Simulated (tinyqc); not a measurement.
Quasiparticle equation with a plasmon-pole self-energy for two band edges, step by step. Values are carried at full precision from step to step, so a last printed digit may differ when a step is redone from the rounded ones.

For each edge E = e + X + Sc(E), with the correlation part Sc(E) = A[0]/(E - a + w) + A[1]/(E - b - w); a and b are the valence and conduction energies that enter the Green function (a = ev, b = ec in the one-shot scheme). Z = 1/(1 - dSc/dE), dSc/dE = -A[0]/(E - a + w)^2 - A[1]/(E - b - w)^2.

Inputs chosen for the exercise (scales of the order of those of GaAs; not measured data):
- ev = 0 eV (mean-field valence top)
- ec = 0.5 eV (mean-field conduction edge)
- w = 14.8 eV (pole energy)
- Av = (28.4, 15) eV^2 (weights of the valence state on the hole and electron poles)
- Ac = (10.8, 26.7) eV^2 (the same for the conduction state)
- Xv = -1.46 eV (exchange minus the mean-field potential, valence)
- Xc = 1.69 eV (the same, conduction)

## Linearised one-shot correction

Evaluate Sc and its slope at the mean-field energy; E = e + Z (X + Sc).

Terms:
```
edge        Sc (eV)   dSc/dE       Z  X + Sc (eV)   E (eV)
valence      0.9385  -0.1937  0.8377      -0.5215  -0.4368
conduction  -1.0982  -0.1680  0.8561       0.5918   1.0067
```

gap = 1.4435 eV
gap with Z = 1 = 1.6133 eV

The gap opens by 0.944 eV, 46 % of it by lowering the valence top. Setting Z = 1 would overshoot by 0.170 eV. X and Sc have opposite signs and are each larger than the sum they leave, so both must be converged well.

## Solving the equation for the conduction edge

Newton steps on f(E) = E - ec - Xc - Sc(E) from E = ec; the first step is the linearised result.

Iterates:
```
step   E (eV)   Sc (eV)     f (eV)
0     0.50000  -1.09817  -0.591828
1     1.00669  -1.18475   0.001440
2     1.00546  -1.18454   0.000000
3     1.00546  -1.18454   0.000000
```

The linearisation errs by +1.2 meV, as the shift is only 0.034 of the pole energy.

## All solutions for the valence state

Multiplying out gives a cubic; give its three roots and their weights Z.

roots (eV): -16.720  -0.436  16.196

weights: 0.1147  0.8346  0.0507

The weights add up to 1. The satellite below lies 16.28 eV from the main peak, 10 % more than w: this scheme places plasmon satellites too far out, and gives one where a cumulant form gives a series.

## Updating the energies in the Green function

Solve both equations exactly, put the results in place of a and b, and repeat five times; w is kept.

Cycles (eV):
```
cycle       Ev      Ec     gap
1      -0.4361  1.0055  1.4415
2      -0.4601  1.0445  1.5047
3      -0.4609  1.0478  1.5087
4      -0.4608  1.0481  1.5090
5      -0.4608  1.0482  1.5090
```

The update moves the gap by +67 meV from the one-shot value; each cycle shrinks the change to about 0.06 of the one before.

## Checks

- Sum of the weights of the three roots: both 1.000000.
- Newton result against the root by bisection (eV): both 1.00546.

Run: tinyqc, `OMP_NUM_THREADS=1 python tinyqc.py 1880535 1880536 out.jsonl`; Intel(R) Xeon(R) Processor @ 2.30GHz, one thread, shared host; about 0.02 s of CPU time with all checks.
